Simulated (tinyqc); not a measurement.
Koster-Slater impurity in a tight-binding band, by Green functions and by supercells: one step, computed by the program tinyqc. Command: `OMP_NUM_THREADS=1 python tinyqc.py 3005417 3005418 out.jsonl kosterslater walk`. One thread of a shared host (Intel(R) Xeon(R) Processor @ 2.30GHz), about 0.02 s of CPU time with the checks.

One orbital per site, e(k) = -2 t sum cos(k_i) over 2 direction(s), band from -4 t to 4 t, lattice constant 1. One site has the extra energy U. Spin is left out.

Task: The host Green function outside the band. Outside the band G0(E) = (2/(pi E)) K(m), m = 16 t^2/E^2, K the complete elliptic integral with parameter m. A bound state solves 1/U = G0(E). Energies: 0.05, 0.2, 0.5, 1, 2, 4 and 8 t beyond the band edge on the side of U, rounded to four digits.

Inputs (values chosen for the exercise, for a model band): hopping t = 1.9 eV; impurity potential U = -4.03 eV.

Lattice: square.

Give: Scan on the side of U.

Result:

Scan on the side of U:
```
E (eV)   G0 (1/eV)  1/U - G0 (1/eV)
-7.695    -0.26921          0.02107
-7.980    -0.20841         -0.03973
-8.550    -0.16644         -0.08170
-9.500    -0.13371         -0.11443
-11.400   -0.10106         -0.14708
-15.200   -0.07060         -0.17753
-22.800   -0.04516         -0.20298
```

G0 diverges at the band edge, so any U binds a state, exponentially weakly when U is small.
